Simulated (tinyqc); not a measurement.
Worked calculation: plane-wave Kohn-Sham cycle with exchange-only LDA in a layered model solid. One step of it, computed by the program tinyqc.

Problem. Iteration 1: Hamiltonian at one k. H(m,m') = (k + G_m)^2/2 delta + V(G_m - G_m'), with V(-G) = V(G).

A solid whose potential varies along x alone (atomic units):
```
parameter                      value
period a                   11.400000
cross-section of the cell  38.000000
electrons per cell                 2
grid points                       16
plane waves -n..n, n               3
k points                           3
V1 in V1 cos(2 pi x/a)     -0.240000
```

V(G_m), m = 0, 1, 2, ... (hartree): -0.163972  -0.120000  0.000000  0.000000  0.000000  0.000000  0.000000

k = 0.000000 2 pi / a

Give: H.

Solution.

H (hartree), lower triangle:
```
        -3      -2      -1      +0      +1      +2     +3
-3   1.203
-2  -0.120   0.444
-1   0.000  -0.120  -0.012
+0   0.000   0.000  -0.120  -0.164
+1   0.000   0.000   0.000  -0.120  -0.012
+2   0.000   0.000   0.000   0.000  -0.120   0.444
+3   0.000   0.000   0.000   0.000   0.000  -0.120  1.203
```
